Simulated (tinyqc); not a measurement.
Length offset and series resistance from crossing lines.

Question. R_total = Rs + k (L - dL)/Vo with constant Rs, dL and k. Find k, dL and Rs.

R_total at (L, Vo) = (50, 0.4), (150, 0.4), (50, 0.81) and (150, 0.81), L in nm and Vo in V (ohm um): 447.22500  872.22500  357.51852  567.39506

Answer. At each overdrive R is a straight line in L with slope k/Vo; the two lines cross at L = dL, R = Rs.

k = 1.70 ohm um V/nm
dL = 8.30 nm
Rs = 270 ohm um

tinyqc, about 0.03 s, one thread, Intel Xeon 2.30GHz (shared host): `OMP_NUM_THREADS=1 python tinyqc.py 2282071 2282072 out.jsonl`
